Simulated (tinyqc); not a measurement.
# Worked calculation: p-n diode with diffusion and depletion-layer recombination

Numbers from tinyqc (`OMP_NUM_THREADS=1 python tinyqc.py 2260057 2260058 out.jsonl`; about 0.01 s on one thread of a shared Intel Xeon 2.30GHz). Printed values are rounded.

Abrupt junction in the depletion approximation, low injection, full ionisation, neutral widths fixed, ohmic contact on the p side. Vj is the junction voltage; where a series resistance Rs is given, V = Vj + J Rs is the terminal voltage.

Values chosen for this exercise; band and dielectric values close to those of silicon:
- T = 300 K (temperature)
- Eg = 1.1 eV (band gap)
- eps_r = 11.7 (relative permittivity)
- Nc = 2.84e19 cm^-3 (conduction-band density of states at T)
- Nv = 2.63e19 cm^-3 (valence-band density of states at T)
- Na = 1.1e18 cm^-3 (acceptor density)
- Nd = 1.5e16 cm^-3 (donor density)
- mun = 290 cm^2/(V s) (electron mobility in the p side)
- mup = 370 cm^2/(V s) (hole mobility in the n side)
- tn = 5e-6 s (electron lifetime)
- tp = 5e-7 s (hole lifetime)
- wp = 0.87 um (neutral width of the p side)
- wn = 23 um (neutral width of the n side)
- Sp = 1e7 cm/s (recombination velocity at the n contact)
- Rs = 0.015 ohm cm^2 (series resistance)
- Et = 0 eV (trap level above the intrinsic level)
- Vj = 0.29 V (junction voltage at which recombination is evaluated)
- V = 0.67 V (terminal voltage)

Constants: q = 1.602176634e-19 C, kB = 1.380649e-23 J/K, Vt = kB T/q, eps0 = 8.8541878128e-14 F/cm where lengths are in cm. Results are converted to the units shown.

## Diffusion lengths and saturation currents

ni = sqrt(Nc Nv) exp(-Eg/(2 Vt)), Eg in volts; D = mu Vt; Ln = sqrt(Dn tn), Lp = sqrt(Dp tp); J0n = q ni^2 Dn coth(wp/Ln)/(Ln Na); J0p = (q ni^2 Dp/(Lp Nd)) (s + tanh(wn/Lp))/(1 + s tanh(wn/Lp)), s = Sp Lp/Dp.

ni = 1.57414e10 cm^-3
Ln = 61.2253 um
Lp = 21.8692 um
J0n = 3.11034e-12 A/cm^2
J0p = 1.47914e-11 A/cm^2

wp/Ln = 0.014 and wn/Lp = 1.1; holes carry 82.6 % of the diffusion current.

## Recombination in the depleted layer

ni = sqrt(Nc Nv) exp(-Eg/(2 Vt)), Eg in volts. Vbi = Vt ln(Na Nd/ni^2), W = sqrt(2 eps0 eps_r (Vbi - Vj)(1/Na + 1/Nd)/q), xp = W Nd/(Na + Nd), xn = W Na/(Na + Nd); u(x) = q Na (x + xp)^2/(2 eps0 eps_r) for x < 0 and Vbi - Vj - q Nd (xn - x)^2/(2 eps0 eps_r) for x > 0; p = Na exp(-u/Vt), n = Nd exp((u - Vbi + Vj)/Vt); U = ni^2 (exp(Vj/Vt) - 1)/(tp (n + ni exp(Et/Vt)) + tn (p + ni exp(-Et/Vt))); J_scr = q times the integral of U from -xp to xn. Trapezoid rule on 14 equal steps.

W = 215.788 nm

```
point   x (nm)     u (V)   n (cm^-3)   p (cm^-3)  U (cm^-3 s^-1)
0       -2.903  0.000000   1.67680e7      1.1e18      3.35355e12
1       12.510  0.067139   2.25091e8  8.19435e16      4.50176e13
2       27.924  0.136032   3.23382e9  5.70371e15      6.46753e14
3       43.337  0.199414  3.75391e10  4.91348e14      7.50739e15
4       58.751  0.257284  3.52098e11  5.23853e13      7.03481e16
5       74.164  0.309643  2.66842e12  6.91223e12      5.12605e17
6       89.578  0.356491  1.63402e13  1.12880e12      1.32688e18
7      104.991  0.397827  8.08484e13  2.28140e11      4.42829e17
8      120.405  0.433651  3.23219e14  5.70658e10      1.13868e17
9      135.818  0.463964  1.04408e15  1.76660e10      3.53197e16
10     151.232  0.488766  2.72510e15   6.76846e9      1.35356e16
11     166.645  0.508056  5.74702e15   3.20945e9      6.41858e15
12     182.058  0.521835  9.79296e15   1.88347e9      3.76682e15
13     197.472  0.530102  1.34833e16   1.36797e9      2.73586e15
14     212.885  0.532857      1.5e16   1.22965e9      2.45924e15
```

J_scr = 6.26696e-7 A/cm^2

With 2000 steps J_scr = 6.216e-7 A/cm^2; the coarse value is 0.82 % above it. U is largest at x = 89.6 nm among these points; the peak lies where tp n = tn p. On the fine grid U peaks at 1.349e18 cm^-3 s^-1, and J_scr/(q U_max) is 13.3 % of W, the effective width of the recombining zone.

## Starting value

Vj = V.

Vj at the start = 0.67 V

## Iteration 1: new Vj

J0 = J0n + J0p = 1.79017e-11 A/cm^2

Diffusion current alone: J = J0 (exp(Vj/Vt) - 1), g = Vj + J Rs - V, g' = 1 + Rs J0 exp(Vj/Vt)/Vt, Vj(new) = Vj - g/g'.

J = 3.22403 A/cm^2
g = 0.0483604 V
g' = 2.87066
Vj after iteration 1 = 0.653154 V

## Iteration 2: new Vj

As before.

J = 1.68032 A/cm^2
g = 0.00835835 V
g' = 1.97496
Vj after iteration 2 = 0.648921 V

## Iteration 3: new Vj

As before.

J = 1.42657 A/cm^2
g = 3.20043e-4 V
g' = 1.82774
Vj after iteration 3 = 0.648746 V

## Course of the iteration

Stop when the step is below 1e-10 V, or after 80 iterations.

Course of the iteration:
```
iteration  Vj before the step (V)   step (V)
1                            0.67    -0.0168
2                        0.653154   -4.23e-3
3                        0.648921   -1.75e-4
4                        0.648746   -2.69e-7
5                        0.648746  -6.30e-13
```

Converged in 5 iterations.
